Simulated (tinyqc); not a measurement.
# Wide-gap-emitter heterojunction bipolar transistor, Gummel numbers and transit times, step by step

Program tinyqc, `OMP_NUM_THREADS=1 python tinyqc.py 2320104 2320105 out.jsonl`; Intel Xeon 2.30GHz, shared host, one thread, about 0.01 s. Printed values are rounded.

One-dimensional n-p-n transistor in the forward active mode at low injection. In the base p(x) = NB exp(-eta x/wb) and ni(x)^2 = ni^2 exp((g0 + g1 x/wb)/Vt); electrons leave the base at vsat; band spikes at the emitter junction and recombination inside the emitter are ignored.

Inputs (values chosen for the exercise); band and dielectric values close to those of gallium arsenide: temperature T = 400 K; band gap Eg = 1.39 eV; relative permittivity eps_r = 13; conduction-band density of states at T Nc = 6.65e17 cm^-3; valence-band density of states at T Nv = 1.37e19 cm^-3; saturation velocity vsat = 7.97e6 cm/s; neutral base width wb = 95 nm; base doping at the emitter edge NB = 3.2e19 cm^-3; doping falls as exp(-eta x/wb) eta = 0; gap reduction at the emitter edge of the base g0 = 0 eV; further gap reduction across the base (linear) g1 = 0.027 eV; electron diffusion coefficient in the base Dn = 31 cm^2/s; emitter doping NE = 6.4e17 cm^-3; gap reduction in the emitter (negative: wider gap) gE = -0.25 eV; neutral emitter width we = 59 nm; hole diffusion coefficient in the emitter Dp = 2.9 cm^2/s; recombination velocity at the emitter contact Se = 2e6 cm/s; electron lifetime in the base tb = 2e-10 s; collector doping NC = 1.5e16 cm^-3; collector-base reverse bias VCB = 1.5 V.

Constants: q = 1.602176634e-19 C, kB = 1.380649e-23 J/K, Vt = kB T/q, eps0 = 8.8541878128e-14 F/cm where lengths are in cm. Results are converted to the units shown.

Range of the model: Heavy doping makes emitter or base degenerate; gE and g0 are to be read as apparent gap changes that include this.

## Base Gummel number and transit time

f(x) = p(x) ni^2/ni(x)^2; I(x) = integral from x to wb of f/Dn, plus f(wb)/vsat; base Gummel number GB = I(0); electron density per unit flux n/(J/q) = I/f; base transit time tauB = integral of I/f over the base. Trapezoid rule on 10 equal steps.

```
point   x (nm)   f (cm^-3)  I (s/cm^4)  I/f (s/cm)
0       0.0000      3.2e19  8.63726e12  2.69914e-7
1       9.5000  2.95891e19  7.69355e12  2.60013e-7
2      19.0000  2.73598e19  6.82095e12  2.49306e-7
3      28.5000  2.52985e19  6.01409e12  2.37725e-7
4      38.0000  2.33925e19  5.26802e12  2.25202e-7
5      47.5000  2.16300e19  4.57816e12  2.11657e-7
6      57.0000  2.00004e19  3.94027e12  1.97009e-7
7      66.5000  1.84936e19  3.35044e12  1.81168e-7
8      76.0000  1.71002e19  2.80506e12  1.64036e-7
9      85.5000  1.58119e19  2.30076e12  1.45508e-7
10     95.0000  1.46206e19  1.83445e12  1.25471e-7
```

GB = 8.63726e12 s/cm^4
tauB = 1.96585 ps

With 4000 steps GB = 8.634e12 s/cm^4 and tauB = 1.966 ps. A uniform base would give wb^2/(2 Dn) + wb/vsat = 2.65 ps; the built-in field, a drop of 0.783 Vt across the base, shortens the transit by a factor of 1.35.

## Gain, Early voltage and collector delay

ni = sqrt(Nc Nv) exp(-Eg/(2 Vt)), Eg in volts; GE = NE exp(-gE/Vt)(we/Dp + 1/Se); JC = J0 exp(VBE/Vt), J0 = q ni^2/GB; gain limited by back injection GE/GB, by base recombination tb/tauB, together 1/beta = the sum of the inverses; collector layer one-sided, Wc = sqrt(2 eps0 eps_r (Vbc + VCB)/(q NC)), Vbc = Vt ln(p(wb) NC/ni^2), Cjc = eps0 eps_r/Wc; Early voltage VA = GB q p(wb)/(f(wb) Cjc [1/Dn - (eta + g1/Vt)/(wb vsat)]), f(wb) = p(wb) exp(-(g0 + g1)/Vt), p(wb) = NB exp(-eta); tauC = Wc/(2 vsat).

ni = 5.28636e9 cm^-3
GE = 2.29050e15 s/cm^4
J0 = 5.18379e-13 A/cm^2
GE/GB = 265.189
tb/tauB = 101.737
beta = 73.5286
Wc = 516.831 nm
Cjc = 0.222712 fF/um^2
VA = 6206.31 V
tauC = 3.24236 ps

The gain is limited more by recombination in the base. beta VA = 4.56e5 V.
